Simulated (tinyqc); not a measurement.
Hueckel theory of the pi electrons, for the molecule Bc1cc[cH-]c1B (SMILES; centres numbered as the heavy atoms are written), step by step. One step of it, computed by the program tinyqc.

Question. Orbitals. Diagonalise; E = alpha + x beta with beta < 0, so the largest x are filled first; degenerate levels share their electrons. P = sum n_i c_ri c_si; each orbital has its largest coefficient positive (the first on a tie).

Hueckel matrix in units of beta (H = alpha + beta A):
```
,1B,2C,3C,4C,5C,6C,7B
1B,-1.030000,0.760000,0.000000,0.000000,0.000000,0.000000,0.000000
2C,0.760000,0.000000,1.000000,0.000000,0.000000,1.000000,0.000000
3C,0.000000,1.000000,0.000000,1.000000,0.000000,0.000000,0.000000
4C,0.000000,0.000000,1.000000,0.000000,1.000000,0.000000,0.000000
5C,0.000000,0.000000,0.000000,1.000000,0.000000,1.000000,0.000000
6C,0.000000,1.000000,0.000000,0.000000,1.000000,0.000000,0.760000
7B,0.000000,0.000000,0.000000,0.000000,0.000000,0.760000,-1.030000
```

pi electrons, sum of z_r less the charge = 6

Give: x values; occupations; coefficients; charge and bond-order matrix P.

Answer.

x values: 2.080  0.771  0.720  -0.697  -1.173  -1.709  -2.052

occupations: 2.000  2.000  2.000  0.000  0.000  0.000  0.000

coefficients:
```
,MO1,MO2,MO3,MO4,MO5,MO6,MO7
1B,0.116,-0.189,0.174,0.562,0.611,-0.279,-0.393
2C,0.474,-0.448,0.400,0.246,-0.115,0.249,0.528
3C,0.424,0.246,0.556,-0.352,-0.215,-0.462,-0.258
4C,0.407,0.638,0.000,0.000,0.367,0.541,0.000
5C,0.424,0.246,-0.556,0.352,-0.215,-0.462,0.258
6C,0.474,-0.448,-0.400,-0.246,-0.115,0.249,-0.528
7B,0.116,-0.189,-0.174,-0.562,0.611,-0.279,0.393
```

charge and bond-order matrix P:
```
,1B,2C,3C,4C,5C,6C,7B
1B,0.159,0.418,0.199,-0.147,-0.188,0.140,0.038
2C,0.418,1.170,0.626,-0.185,-0.265,0.529,0.140
3C,0.199,0.626,1.099,0.659,-0.139,-0.265,-0.188
4C,-0.147,-0.185,0.659,1.145,0.659,-0.185,-0.147
5C,-0.188,-0.265,-0.139,0.659,1.099,0.626,0.199
6C,0.140,0.529,-0.265,-0.185,0.626,1.170,0.418
7B,0.038,0.140,-0.188,-0.147,0.199,0.418,0.159
```
